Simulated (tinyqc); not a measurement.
Worked calculation: Landau levels with Rashba coupling. Values are carried at full precision from step to step, so a last printed digit may differ when a step is redone from the rounded ones.

In a field B along z: l = 1/sqrt((e/hbar) B) is the magnetic length, n_B = B/(h/e) the number of states per area in one level, hbar wc = 2 muB B/m for mass m in m0; 1/angstrom^2 = 1e16/cm^2.

Constants: e/hbar = 1.519267448e-05 1/(T angstrom^2); h/e = 413566.7697 T angstrom^2; muB = 5.788381798e-05 eV/T; e^2/h = 3.874045865e-05 S.

Inputs chosen for the exercise (near those of an asymmetric InAs well; not measured data): B = 12.2 T (magnetic field); n = 1.9 x 1e11/cm^2 (electron sheet density); m = 0.0314 m0 (mass); gs = -10.19 (g factor); aR = 0.17 eV angstrom (Rashba constant).

## Scales set by the field

Give l, n_B and the filling factor nu = n/n_B.

l = 73.45 angstrom
n_B = 2.9499 x 1e11/cm^2
nu = 0.644

## The lowest levels

H = (p + eA)^2/2m + aR (sx ky - sy kx) + gs muB B sz/2. With d = 1/2 - gs m/4: E_0 = d hbar wc, and E(N, +/-) = hbar wc [N +/- sqrt(d^2 + 2 N aR^2/(l hbar wc)^2)] for N >= 1.

List the eight lowest, in meV, with the gap to the next.

Levels:
```
label  E (meV)  gap above (meV)
1-      18.687            7.401
0       26.088           37.376
2-      63.464            7.808
1+      71.272           36.970
3-     108.243            8.212
2+     116.455           36.568
4-     153.022            8.614
3+     161.636           36.168
```

The largest of these gaps, 37.38 meV, first occurs above level 0 and is kB T at 434 K. So far up a narrow-gap band the mass grows and g shrinks, which fixed values leave out.

## Where EF lies

Each listed level takes n_B electrons. At zero temperature and without broadening EF sits in the partly filled level.

Fill the listed levels in order up to nu; give the partly filled level, its energy and its filled share.

level: 1-

EF = 18.687 meV
filled share = 0.644

## Fields of the Hall plateaus

A plateau is centred where nu = n/n_B equals 1, 2, 3, 4, 5, 6; there rho_xy = h/(nu e^2).

Plateaus:
```
nu  B (T)  1/B (1/T)  rho_xy (kohm)
1   7.858     0.1273        25.8128
2   3.929     0.2545        12.9064
3   2.619     0.3818         8.6043
4   1.964     0.5091         6.4532
5   1.572     0.6363         5.1626
6   1.310     0.7636         4.3021
```

The order of the levels can change with B, but these counts hold wherever the levels are resolved.

## Checks

- Eight lowest levels from the matrix in 40 oscillator states against the formula, meV: they agree to 1e-10 or better.

Computed by tinyqc, a small Python program: `OMP_NUM_THREADS=1 python tinyqc.py 1280746 1280747 out.jsonl` (the numbers bound the seed that draws the inputs); one thread of a shared host (Intel(R) Xeon(R) Processor @ 2.30GHz), about 0.01 s for the whole set of steps.
